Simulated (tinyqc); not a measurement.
# Worked calculation: floating body of a partially depleted SOI transistor: body voltage and kink

Numbers from tinyqc (`OMP_NUM_THREADS=1 python tinyqc.py 2182172 2182173 out.jsonl`; about 0.2 s on one thread of a shared Intel Xeon 2.30GHz). Printed values are rounded.

Source at 0 V. Channel current Ic = 2 nf K Vt^2 [F(0) - F(Vd)](1 + la Vd), F(V) = ln^2(1 + exp((Vg - VT - nf V)/(2 nf Vt))), VT = VT0 - gb Vb. Saturation voltage Vs = 2 Vt sqrt(F(0)) + 3 Vt, excess Ve = (Vd - Vs + sqrt((Vd - Vs)^2 + 0.0004 V^2))/2, multiplication M1 = Ai Ve exp(-Bl/Ve). Each junction passes D(v) = J1 (exp(v/Vt) - 1) + J2 (exp(v/(2 Vt)) - 1). Bipolar current Ib = bb J1 (exp(Vb/Vt) - 1). The body settles where M1 (Ic + Ib) = D(Vb) + D(Vb - Vd) + Vb/Rb; drain current Id = (1 + M1)(Ic + Ib) - D(Vb - Vd).

Parameters, values chosen for the exercise; values of the order met in partially depleted silicon-on-insulator transistors:
```
symbol,value,unit,meaning
T,300,K,temperature
VT0,0.33,V,threshold at zero body voltage
gb,0.34,,fall of the threshold per volt of body voltage
nf,1.35,,slope factor
K,200,uA/(V^2 um),gain factor per width
la,0.05,1/V,channel-length modulation factor
Ai,2.34,1/V,impact-ionisation prefactor
Bl,7.6,V,impact-ionisation voltage
J1,9.7e-12,uA/um,diffusion saturation current of each junction
J2,7.2e-9,uA/um,recombination saturation current of each junction
bb,0.5,,gain of the lateral bipolar transistor on the diffusion current
Rb,1e9,kohm um,"resistance of a weak body tie to the source (1e9 stands for no tie, and the term is then dropped)"
Vg,0.24,V,gate voltage
Vd,2.1,V,drain voltage
```

Constants: q = 1.602176634e-19 C, kB = 1.380649e-23 J/K, Vt = kB T/q. Results are converted to the units shown.

Range of the model: The multiplication law is an empirical form chosen for the exercise; self-heating and capacitive coupling to the body are left out, and the linear laws are rough once Vb passes about 0.7 V or M1 about 0.1.

## Starting value

Vb = 0.66 V.

Vb at the start = 0.66 V

## Iteration 1: new Vb

Current into the body I_in = M1 (Ic + Ib) - D(Vb - Vd), current out I_out = D(Vb) + Vb/Rb; f = ln(I_in/I_out), s = df/dVb by central differences over 1e-5 V, Vb(new) = Vb - f/s.

Ic = 1.69493 uA/um
Ve = 1.91590 V
M1 = 0.0848851
I_in = 0.194234 uA/um
I_out = 1.18906 uA/um
f = -1.81185
s = -26.1265 1/V
Vb after iteration 1 = 0.590651 V

## Iteration 2: new Vb

As before.

Ic = 1.25455 uA/um
Ve = 1.93079 V
M1 = 0.0882014
I_in = 0.114232 uA/um
I_out = 0.0818046 uA/um
f = 0.333897
s = -33.4312 1/V
Vb after iteration 2 = 0.600638 V

## Course of the iteration

Stop when the step is below 1e-10 V, or after 40 iterations.

Course of the iteration:
```
iteration  Vb before the step (V)  step (V)
1                            0.66   -0.0693
2                        0.590651   9.99e-3
3                        0.600638   4.48e-5
4                        0.600683   1.19e-9
5                        0.600683   < 1e-14
```

Converged in 5 iterations.

## Drain current with floating and with grounded body

converged Vb = 0.600683 V

Id and VT at the converged Vb, Id at Vb = 0, their ratio, and the bipolar share Ib/(Ic + Ib).

VT = 0.125768 V
Id, floating = 1.49308 uA/um
Id, grounded = 0.0261349 uA/um
ratio = 57.1296
bipolar share = 4.35724 %

The body rises to 0.601 V and lowers the threshold by 204 mV.
